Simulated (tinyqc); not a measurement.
## Hoppings from the band edges

Problem. A dimerised chain has bands +/- sqrt(dl^2 + t1^2 + t2^2 + 2 t1 t2 cos k). Its semi-infinite form starts with the bond t1 and has a state bound to its end; such a state exists only for t1 < t2. Find t1 and t2.

Parameters, values chosen for the exercise:

| symbol | value | unit | meaning |
|---|---|---|---|
| dl | 0.3 | eV | site energy, +dl on A and -dl on B |

bottom and top of the upper band (eV): 0.37202150  1.8051039

Solution. The top gives t1 + t2 = sqrt(E^2 - dl^2) and the bottom |t1 - t2|; the end state decides which is larger.

t1 = 0.7800 eV
t2 = 1.000 eV

Program tinyqc, `OMP_NUM_THREADS=1 python tinyqc.py 2680118 2680119 out.jsonl`; Intel Xeon 2.30GHz, shared host, one thread, about 0.02 s.
